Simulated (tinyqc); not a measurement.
## The weight eta from points of equal mobility

Problem. If the mobility depends on E = q (Ndep + eta Ns)/(eps0 eps_r) alone, two points of equal mobility on its falling branch have equal E. Find eta and E.

Inputs (values chosen for the exercise): relative permittivity of the semiconductor eps_r = 11.8.

Constants: q = 1.602176634e-19 C, eps0 = 8.8541878128e-14 F/cm where lengths are in cm. Results are converted to the units shown.

Ndep at two body biases (cm^-2): 3.8945666e12  6.2163962e12
Ns at which the mobility is the same (cm^-2): 2.2e13  1.4510227e13

Answer. eta is the ratio of the differences of Ndep and Ns.

eta = 0.3100
E = 1.643 MV/cm

Computed by the program tinyqc: `OMP_NUM_THREADS=1 python tinyqc.py 2510046 2510047 out.jsonl`, one thread of a shared Intel Xeon 2.30GHz, about 0.01 s for the whole run.
